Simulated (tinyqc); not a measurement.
## Thermoelectric coefficients with electrons and holes, Landauer integrals: effect of the Fermi level

Bulk parabolic band, x = (E - Ec)/kB T, C = hbar^2/(2 m0), kB T in eV. Modes per area gv m kB T x/(4 pi C) times the back-scattering length l0 x^rr give the transport function s0 X(x), s0 = (2 q^2/h) gv m kB T l0/(4 pi C), X = x^(1 + rr). Holes have the same form with the prefactor bb s0 and the reduced level -eta - xg in place of eta. I_k = int X (x - eta)^k w dx, w = 1/(4 cosh^2((x - eta)/2)).

sigma = s0 I_0, S = -(kB/q) I_1/I_0, Lorenz number L = (kB/q)^2 [I_2/I_0 - (I_1/I_0)^2], kappa_e = L sigma T. With both bands: sigma = sigma_n + sigma_p, S = (sigma_n S_n + sigma_p S_p)/sigma with S_p = +(kB/q) I_1/I_0 of the holes, and kappa_e is the sum of L sigma T of both bands and the bipolar term sigma_n sigma_p (S_p - S_n)^2 T/sigma. Power factor S^2 sigma, ZT = S^2 sigma T/(kappa_e + kL). The integrals are converged.

Parameters, values chosen for the exercise: temperature T = 700 K; mass of one valley m = 0.43 m0; valleys gv = 3; back-scattering length at x = 1 l0 = 17 nm; energy exponent of that length rr = 0; lattice thermal conductivity kL = 1.3 W/(m K); gap over kB T xg = 5.5; ratio of the hole prefactor to the electron prefactor bb = 0.51.

Constants: q = 1.602176634e-19 C, kB = 1.380649e-23 J/K, hbar = 1.054571817e-34 J s, h = 6.62607015e-34 J s, m0 = 9.1093837015e-31 kg, Vt = kB T/q, hbar^2/(2 m0) = 0.0380998212 eV nm^2. Results are converted to the units shown.

Effect of the Fermi level:

| eta | sigma (S/cm) | S (uV/K) | kappa_e (W/(m K)) | power factor (mW/(m K^2)) | ZT |
|---|---|---|---|---|---|
| -7.5 | 2323 | 111.9 | 3.090 | 2.910 | 0.4640 |
| -6.5 | 1437 | 148.9 | 1.908 | 3.186 | 0.6952 |
| -5.5 | 765.5 | 194.8 | 1.301 | 2.905 | 0.7817 |
| -4.5 | 365.7 | 218.6 | 1.469 | 1.747 | 0.4418 |
| -3.5 | 202.3 | 90.32 | 2.294 | 0.1650 | 0.03213 |
| -2.5 | 221.9 | -194.2 | 2.152 | 0.8371 | 0.1697 |
| -1.5 | 451.0 | -274.1 | 1.390 | 3.388 | 0.8816 |
| -0.5 | 1022 | -230.9 | 1.485 | 5.450 | 1.370 |
| 0.5 | 2088 | -174.6 | 2.573 | 6.366 | 1.151 |
| 1.5 | 3643 | -129.6 | 4.618 | 6.122 | 0.7241 |
| 2.5 | 5521 | -97.90 | 7.454 | 5.292 | 0.4231 |

What does the table show?

sigma goes from 2320 through a minimum of 202 (at eta = -3.5 among the rows listed) to 5520 S/cm, and S moves up and down between -274 and 219 uV/K. Among the rows the power factor is largest at eta = 0.5 and ZT, 1.37, at eta = -0.5, where S = -231 uV/K. S changes sign inside the gap, where the electron and hole terms cancel.

Range of the model: Parabolic bands, elastic scattering and a fixed kL make these model figures, not those of a material.

tinyqc, about 0.03 s, one thread, Intel Xeon 2.30GHz (shared host): `OMP_NUM_THREADS=1 python tinyqc.py 2800028 2800029 out.jsonl`
